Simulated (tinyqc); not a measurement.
Floating body of a partially depleted SOI transistor: body voltage and kink: one step of the calculation.

Source at 0 V. Channel current Ic = 2 nf K Vt^2 [F(0) - F(Vd)](1 + la Vd), F(V) = ln^2(1 + exp((Vg - VT - nf V)/(2 nf Vt))), VT = VT0 - gb Vb. Saturation voltage Vs = 2 Vt sqrt(F(0)) + 3 Vt, excess Ve = (Vd - Vs + sqrt((Vd - Vs)^2 + 0.0004 V^2))/2, multiplication M1 = Ai Ve exp(-Bl/Ve). Each junction passes D(v) = J1 (exp(v/Vt) - 1) + J2 (exp(v/(2 Vt)) - 1). Bipolar current Ib = bb J1 (exp(Vb/Vt) - 1). The body settles where M1 (Ic + Ib) = D(Vb) + D(Vb - Vd) + Vb/Rb; drain current Id = (1 + M1)(Ic + Ib) - D(Vb - Vd).

Task. Drain current with floating and with grounded body. Id and VT at the converged Vb, Id at Vb = 0, their ratio, and the bipolar share Ib/(Ic + Ib).

Parameters, values chosen for the exercise; values of the order met in partially depleted silicon-on-insulator transistors:
```
symbol,value,unit,meaning
T,300,K,temperature
VT0,0.43,V,threshold at zero body voltage
gb,0.26,,fall of the threshold per volt of body voltage
nf,1.24,,slope factor
K,400,uA/(V^2 um),gain factor per width
la,0.07,1/V,channel-length modulation factor
Ai,1.13,1/V,impact-ionisation prefactor
Bl,8.6,V,impact-ionisation voltage
J1,1.4e-13,uA/um,diffusion saturation current of each junction
J2,2.5e-9,uA/um,recombination saturation current of each junction
bb,0.5,,gain of the lateral bipolar transistor on the diffusion current
Rb,1e9,kohm um,"resistance of a weak body tie to the source (1e9 stands for no tie, and the term is then dropped)"
Vg,1.02,V,gate voltage
Vd,2,V,drain voltage
```

Constants: q = 1.602176634e-19 C, kB = 1.380649e-23 J/K, Vt = kB T/q. Results are converted to the units shown.

converged Vb = 0.72476619 V

Find: VT; Id, floating; Id, grounded; ratio; bipolar share.

Result.

VT = 0.2416 V
Id, floating = 111.7 uA/um
Id, grounded = 64.28 uA/um
ratio = 1.738
bipolar share = 0.09403 %

The body rises to 0.725 V and lowers the threshold by 188 mV.

Range of the model: The multiplication law is an empirical form chosen for the exercise; self-heating and capacitive coupling to the body are left out, and the linear laws are rough once Vb passes about 0.7 V or M1 about 0.1.

Program tinyqc, `OMP_NUM_THREADS=1 python tinyqc.py 2182045 2182046 out.jsonl`; Intel Xeon 2.30GHz, shared host, one thread, about 0.2 s.
